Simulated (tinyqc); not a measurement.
Precursor delivery by bubblers, mass-transport growth and the solid composition of a III-V alloy: one step, computed by the program tinyqc. Command: `OMP_NUM_THREADS=1 python tinyqc.py 3000611 3000612 out.jsonl movpe_thermo walk`. One thread of a shared host (Intel(R) Xeon(R) Processor @ 2.30GHz), about 0.01 s of CPU time with the checks.

1 sccm = 44.615 micromol/min; 1 torr = 133.322 Pa. The sources decompose fully at the surface.

Question. Solid composition. A sticks fully. B desorbs: its surface pressure is p_B* = x gamma_B K/sqrt(p_V), ln gamma_B = L0 (1 - x)^2/(R T), K = 10^(log10 K at 1000 K) exp[-(H/R)(1/T - 1/1000)], p_V in torr. With equal diffusivities x = (p_2 - p_B*)/(p_1 + p_2 - p_B*). Growth rate = rate per torr x p_1/(1 - x).

Inputs (values chosen for the exercise, modelled on trimethylgallium (source 1) and trimethylindium (source 2) for the vapour pressures):
```
quantity                                                                                                  value        unit
bath temperature T1                                                                                         258           K
bath temperature T2                                                                                         293           K
growth temperature T                                                                                       1030           K
flow cross-section A                                                                                         67        cm^2
interaction L0 of the solid                                                                                9.91      kJ/mol
log10 of p_B,eq over pure BC at 1000 K and 1 torr of group V (exaggerated: liquid indium has about -4.1)   -1.9  log10 torr
enthalpy of that equilibrium H                                                                              308      kJ/mol
```

Alloy: mixing on the group-III sites, with desorption of B.

p_V = 4.933333 torr

vapour fraction of source 2 = 0.1331919

p_1 = 0.02109199 torr

p_2 = 0.003240952 torr

growth rate per torr of group III = 114.7132 micrometre/(h torr)

Constants: R = 8.314462618 J/(mol K).

Give: K/sqrt(p_V); solid fraction x; share of B incorporated, 1 - p_B*/p_2; growth rate.

Answer.

K/sqrt(p_V) = 0.01667 torr

solid fraction x = 0.04638

share of B incorporated, 1 - p_B*/p_2 = 0.3165

growth rate = 2.537 micrometre/h

Only 32 % of the B supplied is built in; more group V or a lower T would raise it. Caution: the boundary layer is a quarter or more of the root of the cross-section, so it fills much of the channel and depletion along the flow matters.
